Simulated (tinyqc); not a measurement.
Thin (001) film in sp3s* tight binding with raised dangling bonds: one step. The two blocks of the small film.

Planes alternate anion (a), cation (c) along [001], a/4 apart, starting with an anion; zero in-plane momentum; levels counted from the bulk Ev, the lower root of [[Epa, Vxx], [Vxx, Epc]]; no spin-orbit coupling. Block of s, pz, s*: from an anion to the cation above, Vss/2 (s,s), Vsapc/2 (s,z), -Vscpa/2 (z,s), Vxx/2 (z,z), Vxapc/2 (s*,z), -Vpaxc/2 (z,s*); to the cation below the same with the s-z and s*-z signs reversed. Block of u = (px + py)/sqrt2 and v = (px - py)/sqrt2: to the cation above (Vxx + Vxy)/2 for u and (Vxx - Vxy)/2 for v, to the cation below the reverse. Each surface atom has two dangling sp3 hybrids; raising both by dl adds (dl/2) [[1, t], [t, 1]] to its s, pz levels (t = -1 at the bottom face, +1 at the top) and dl to the one of u, v in whose plane the missing bonds lie (v for a bottom anion or a top cation, u for a top anion).

Inputs chosen for the exercise (out of a larger set: near a published set for Ge, fitted to gaps, whose masses and valley positions are rough; the L valleys, lowest in Ge, lie off zero in-plane momentum and are not seen; not measured data): p = (-5.857, 1.61, -5.857, 1.61, 6.383, 6.383, -6.76, 1.604, 4.887, 5.486, 5.486, 5.214, 5.214) eV (order Esa, Epa, Esc, Epc, Exa, Exc, Vss, Vxx, Vxy, Vsapc, Vscpa, Vxapc, Vpaxc); N = 4 (atomic planes in the small film); dl = 5 eV (shift of the dangling hybrids).

Question. Fill them in.

Give: s, pz, s* block; u, v block.

Answer.

s, pz, s* block (eV):
```
        sa1     za1    *a1     sc2     zc2     *c2     sa3     za3     *a3     sc4    zc4     *c4
sa1  -3.363  -2.500      0  -3.380   2.743       0       0       0       0       0      0       0
za1  -2.500   4.104      0  -2.743   0.802  -2.607       0       0       0       0      0       0
*a1       0       0  6.377       0   2.607       0       0       0       0       0      0       0
sc2  -3.380  -2.743      0  -5.863       0       0  -3.380   2.743       0       0      0       0
zc2   2.743   0.802  2.607       0   1.604       0  -2.743   0.802  -2.607       0      0       0
*c2       0  -2.607      0       0       0   6.377       0   2.607       0       0      0       0
sa3       0       0      0  -3.380  -2.743       0  -5.863       0       0  -3.380  2.743       0
za3       0       0      0   2.743   0.802   2.607       0   1.604       0  -2.743  0.802  -2.607
*a3       0       0      0       0  -2.607       0       0       0   6.377       0  2.607       0
sc4       0       0      0       0       0       0  -3.380  -2.743       0  -3.363  2.500       0
zc4       0       0      0       0       0       0   2.743   0.802   2.607   2.500  4.104       0
*c4       0       0      0       0       0       0       0  -2.607       0       0      0   6.377
```

u, v block (eV):
```
       ua1     va1     uc2     vc2     ua3     va3    uc4     vc4
ua1  1.604       0   3.245       0       0       0      0       0
va1      0   6.604       0  -1.641       0       0      0       0
uc2  3.245       0   1.604       0  -1.641       0      0       0
vc2      0  -1.641       0   1.604       0   3.245      0       0
ua3      0       0  -1.641       0   1.604       0  3.245       0
va3      0       0       0   3.245       0   1.604      0  -1.641
uc4      0       0       0       0   3.245       0  1.604       0
vc4      0       0       0       0       0  -1.641      0   6.604
```

(tinyqc, `OMP_NUM_THREADS=1 python tinyqc.py 1452524 1452525 out.jsonl`, Intel(R) Xeon(R) Processor @ 2.30GHz, 1 thread, shared host, about 0.4 s.)
